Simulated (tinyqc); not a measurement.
Changing the Huang-Rhys factor S: non-radiative capture by multiphonon emission, one effective mode. Computed by tinyqc, a small Python program. Command: `OMP_NUM_THREADS=1 python tinyqc.py 3026780 3026781 out.jsonl capture sweep`. One thread of a shared host (Intel(R) Xeon(R) Processor @ 2.30GHz), about 0.04 s of CPU time with the checks.

The initial state (free carrier plus empty centre) lies dE above the final state; both have the same frequency and are displaced by dQ.

Inputs (values chosen for the exercise, for a model semiconductor):
```
quantity                    value                   unit
energy released dE           1.16                     eV
phonon energy hbar omega     54.8                    meV
electron-phonon coupling W  0.024  eV/(u^(1/2) angstrom)
cell volume V                1840             angstrom^3
degeneracy g                    4                      -
broadening b                   41                    meV
carrier mass m              0.329                    m_0
temperature T                 200                      K
defect density N_t          3e+14                  cm^-3
```

Centre: neutral.

Constants: hbar^2/u = 4.18015928e-03 eV angstrom^2; k_B = 8.617333262e-05 eV/K; hbar = 6.582119569e-16 eV s; k_B = 1.380649e-23 J/K; m_0 = 9.1093837015e-31 kg.

Method:
- dQ = sqrt(2 S (hbar^2/u)/hbar omega); relaxation energy lambda = S hbar omega; phonons needed P = dE/hbar omega; classical barrier E_b = (dE - lambda)^2/(4 lambda); occupation n = 1/(exp(hbar omega/k_B T) - 1).
- Huang-Rhys weight for a net emission of p phonons: L_p = exp(-S (2n + 1)) ((n + 1)/n)^(p/2) I_p(2 S sqrt(n (n + 1))), I_p the modified Bessel function.
- M_p = sum_m w_m <m_i|Q|(m + p)_f>^2 with Q counted from the final minimum and Boltzmann weights w_m for m = 0..24; <m_i|Q|k_f> = sqrt((hbar^2/u)/(2 hbar omega)) [sqrt(k) <m|k-1> + sqrt(k+1) <m|k+1>], with overlaps of oscillators displaced by d = sqrt(2 S) summed on 1500 points from -16 to 16 + d.
- The delta function is a Gaussian of standard deviation b at dE - p hbar omega.
- C_0 = V (2 pi/hbar) g W^2 sum_p M_p Gaussian_p. The sum runs over the seven p from round(P) - 3 to round(P) + 3; 1 angstrom^3 = 1e-24 cm^3.
- For a neutral centre the Sommerfeld factor is 1.
- C = s C_0; v = sqrt(3 k_B T/m); sigma = C/v; tau = 1/(C N_t).

One run for each value:
```
Huang-Rhys factor S  capture coefficient C (cm^3/s)  classical barrier E_b (eV)  dQ (u^(1/2) angstrom)
4.5                                      1.0923e-13                  8.4580e-01                 0.8286
5.6                                      2.5864e-12                  5.9291e-01                 0.9243
7.0                                      5.1068e-11                  3.9286e-01                 1.0334
8.8                                      7.8373e-10                  2.3814e-01                 1.1587
11.0                                     7.5003e-09                  1.2876e-01                 1.2954
14.0                                     4.8879e-08                  5.0278e-02                 1.4615
17.0                                     1.3014e-07                  1.3999e-02                 1.6104
27.0                                     1.0635e-07                  1.7259e-02                 2.0296
```

Give the missing row, Huang-Rhys factor S = 22.0.

Computed row:
```
Huang-Rhys factor S  capture coefficient C (cm^3/s)  classical barrier E_b (eV)  dQ (u^(1/2) angstrom)
22.0                                     1.9240e-07                  4.3119e-04                 1.8320
```

Interpolating between the two neighbouring rows (the first column on a logarithmic scale, the others too where they are positive) misses most in classical barrier E_b (eV), by a factor of 36. Over the rows, capture coefficient C (cm^3/s) goes from 1.09e-13 through a maximum among these rows, 1.92e-7 at 22.0, to 1.06e-7; classical barrier E_b (eV) goes from 0.846 through a minimum among these rows, 4.31e-4 at 22.0, to 0.0173; dQ (u^(1/2) angstrom) rises from 0.829 to 2.03 (exponent d ln y / d ln x about 0.50 throughout). The barrier vanishes where S equals the number of phonons needed, dE/hbar omega = 21.2.

Caution (rows 4.50, 5.60): the largest term is not the one nearest energy conservation, so C_0 depends strongly on the broadening b.

Extremes, crossings and ranges named in words are read from the listed rows.
